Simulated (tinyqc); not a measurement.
Linear model of a band gap against the share of exact exchange: sweeps and comparisons. A value that a table varies takes the place of the one given here.

E(alpha) = E0 + S alpha. A wider gap screens less, modelled in the Penn form eps(alpha) = 1 + (e0 - 1)(EP/(EP + S alpha))^2 with a scale EP chosen for the exercise. A dielectric-dependent hybrid takes alpha = 1/eps.

Inputs chosen for the exercise (of the order of those of Ge; not measured data):
```
symbol  value  unit  meaning
E0      0.08   eV    gap of the semi-local functional
S       5.04   eV    slope dE/d(alpha)
e0      17.12        optical dielectric constant at alpha = 0
EP      8.5    eV    energy scale of the screening
Et      0.75   eV    target gap
```

## Sweep of alpha

Also the exciton scale relative to alpha = 0, (m/m(0))(eps(0)/eps)^2, with a mass proportional to E + D, D = E0/2 + 0.3 eV, a k.p rule for direct gaps only.

Results:
```
alpha  E (eV)     eps  alpha eps  exciton scale
0.00    0.080  17.120      0.000           1.00
0.05    0.332  16.205      0.810           1.79
0.10    0.584  15.366      1.537           2.73
0.15    0.836  14.594      2.189           3.85
0.20    1.088  13.883      2.777           5.17
0.25    1.340  13.227      3.307           6.70
0.35    1.844  12.055      4.219          10.49
0.50    2.600  10.590      5.295          18.29
```

What does this show, and why?

alpha eps reaches 1 between alpha = 0.05 and 0.1 (fixed point 0.063), and the target gap is met between 0.1 and 0.15. At the fixed point the gap is 0.40 eV, -0.35 eV from the target. From 0 to 0.25 the gap grows by 1.26 eV while eps falls by 23 %; the exciton scale, which takes both, grows by a factor of 6.70 (formal for an indirect gap).

## What each parameter does

Fixed point alpha = 1/eps(alpha), gap and eps there. Each row changes one parameter from the base and keeps the others.

Results:
```
case            alpha  E (eV)     eps
base           0.0625   0.395  15.988
E0 = 0.088 eV  0.0625   0.403  15.988
S = 5.544 eV   0.0630   0.429  15.873
e0 = 15.408    0.0700   0.433  14.282
EP = 9.35 eV   0.0621   0.393  16.092
```

What can be read from the table?

The largest shifts from the base row, up to three for each result and ties (the steps differ in size, so this ranks the rows, not the parameters). alpha: e0 +0.0075, S +0.0005, EP -0.0004; unchanged at the printed digits by E0. E (eV): e0 +0.038, S +0.034, E0 +0.008. eps: e0 -1.705, S -0.115, EP +0.104; unchanged at the printed digits by E0.

(tinyqc, `OMP_NUM_THREADS=1 python tinyqc.py 1850455 1850456 out.jsonl`, Intel(R) Xeon(R) Processor @ 2.30GHz, 1 thread, shared host, about 0.01 s.)
